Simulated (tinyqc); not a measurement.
Charge neutrality of a doped semiconductor with incomplete ionisation. Which input was changed? Computed by tinyqc, a small Python program. Command: `OMP_NUM_THREADS=1 python tinyqc.py 3017863 3017864 out.jsonl dopant which`. One thread of a shared host (Intel(R) Xeon(R) Processor @ 2.30GHz), about 0.2 s of CPU time with the checks.

Energies are counted from the top of the valence band; E_D is measured down from the conduction band and E_A up from the valence band.

Inputs (values chosen for the exercise, modelled on GaSb):
```
quantity                    value   unit
gap at 0 K E_g0             0.806     eV
Varshni alpha            0.000418   eV/K
Varshni beta                  137      K
electron mass m_e            0.04    m_0
valleys M_c                     1      -
hole mass m_h                0.39    m_0
donor density N_D         1.2e+15  cm^-3
acceptor density N_A      9.7e+16  cm^-3
donor depth E_D           0.00241     eV
acceptor depth E_A         0.0307     eV
donor degeneracy g_D            2      -
acceptor degeneracy g_A         4      -
temperature T                 350      K
iteration cap                  60      -
```

Doping: p-type, compensated. Statistics of the bands: Fermi-Dirac. Solver: bisection. Start of Newton steps: 0.25 eV inside the majority band.

Constants: m_0 = 9.1093837015e-31 kg; k_B = 1.380649e-23 J/K; h = 6.62607015e-34 J s; k_B = 8.617333262e-05 eV/K.

Method:
- E_g = E_g0 - alpha T^2/(T + beta).
- N_c = 2 M_c (2 pi m_e k_B T/h^2)^(3/2) and N_v = 2 (2 pi m_h k_B T/h^2)^(3/2), masses in units of m_0.
- n_i = sqrt(N_c N_v) exp(-E_g/(2 k_B T)); E_i = E_g/2 + (k_B T/2) ln(N_v/N_c).
- n = N_c F_1/2((E_F - E_g)/k_B T), p = N_v F_1/2(-E_F/k_B T).
- F_1/2(eta) = (2/sqrt(pi)) int_0^infinity sqrt(x)/(1 + exp(x - eta)) dx, by the trapezoid rule in t = sqrt(x) with step 0.02 up to t = 12 (for eta < -12 by exp(eta) - exp(2 eta)/2^(3/2)).
- N_D+ = N_D/(1 + g_D exp((E_F - E_g + E_D)/k_B T)).
- N_A- = N_A/(1 + g_A exp((E_A - E_F)/k_B T)).
- Neutrality: p + N_D+ = n + N_A-; the log ratio is ln[(p + N_D+)/(n + N_A-)].
- Bisection of the log ratio between E = -0.3 and E_g + 0.3 eV; stop when |log ratio| < 1e-9.

Problem. One of these inputs alone was changed, within the range given: donor density N_D (6e+14 to 2.4e+15); acceptor density N_A (4.85e+16 to 1.94e+17); hole mass m_h (0.195 to 0.78); gap at 0 K E_g0 (0.403 to 1.612). Which one, and to what value?

Results:
```
run     intrinsic density n_i (cm^-3)  distance of E_F from the majority band edge (eV)  ionised share of the acceptors
before                   1.255719e+13                                         0.1357379                       0.8905446
after                    1.115392e+13                                         0.1293427                       0.8681019
```

Solution.

Each candidate set to reproduce intrinsic density n_i, and what it then gives; columns: (1) candidate; (2) range searched; (3) value needed; (4) distance of E_F from the majority band edge (eV); (5) ionised share of the acceptors:
```
(1)                                            (2)        (3)      (4)      (5)
donor density N_D (cm^-3)         6e+14 to 2.4e+15  no effect        -        -
acceptor density N_A (cm^-3)  4.85e+16 to 1.94e+17  no effect        -        -
hole mass m_h (m_0)                  0.195 to 0.78     0.3330  0.12934  0.86810
gap at 0 K E_g0 (eV)                0.403 to 1.612     0.8131  0.13574  0.89054
```

Only hole mass m_h fits every result: it went from 0.39 to 0.333 m_0. The next best candidate, gap at 0 K E_g0, misses one result by 4.9 %.
